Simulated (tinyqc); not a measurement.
Grain growth, pinning, strength and diffusional creep of a polycrystal or thin film. From limit d_lim back to particle volume fraction f. Computed by tinyqc, a small Python program. Command: `OMP_NUM_THREADS=1 python tinyqc.py 3019952 3019953 out.jsonl grain inv`. One thread of a shared host (Intel(R) Xeon(R) Processor @ 2.30GHz), about 0.01 s of CPU time with the checks.

One mean grain size d describes the structure.

Inputs (values chosen for the exercise, modelled on aluminium):
```
quantity                                    value       unit
boundary energy gamma                        0.32      J/m^2
mobility prefactor M0                     6.2e-07  m^4/(J s)
activation energy of boundary motion Q_m     1.08         eV
anneal temperature T                          683          K
particle radius r                              14         nm
film thickness h                             1800         nm
surface energy gamma_s                       0.73      J/m^2
```

Sample: thin film on a substrate.

Constants: k_B = 8.617333262e-05 eV/K.

Method. M = M0 exp(-Q_m/(k_B T)). The driving pressure is 2 gamma/d. Zener pinning pressure 3 f gamma/(2 r) stops growth at d_Z = 4 r/(3 f). Grooves where boundaries meet the surface have the angle theta = arcsin(gamma/(2 gamma_s)) and are taken to stop growth at d_h = h/(2 theta), a few film thicknesses; the limit is 1/d_lim = 1/d_Z + 1/d_h.

Problem. A run gave the result below. Find the particle volume fraction f, known to lie between 0.0077 and 0.018.

limit d_lim = 1186.457 nm

Solution.

Each step takes the trial c = (a f_b - b f_a)/(f_b - f_a), f being the result less the target and a, b, c the logarithms of the listed values; c replaces end b, the old b replaces a if the sign of f changed, and otherwise f_a is halved.

Scan of the range:
```
particle volume fraction f  limit d_lim (nm)
0.00770                              1519.70
0.00887                              1387.53
0.01020                              1262.70
0.01180                              1139.38
0.01360                              1026.59
0.01560                               924.87
0.01800                               826.58
```

False position (Illinois rule, in the logarithm of the input) inside the bracket:
```
step      end a      end b      trial  limit d_lim (nm)
1     0.0102000  0.0118000  0.0111616           1185.58
2     0.0102000  0.0111616  0.0111391           1187.28
3     0.0111616  0.0111391  0.0111500           1186.46
4     0.0111391  0.0111500  0.0111500           1186.46
```

Limit d_lim falls at every point of a 13-point scan of the range (every second point is shown), so one value fits; it is bracketed by 0.0102 and 0.0118. Answer: particle volume fraction f = 0.01115.
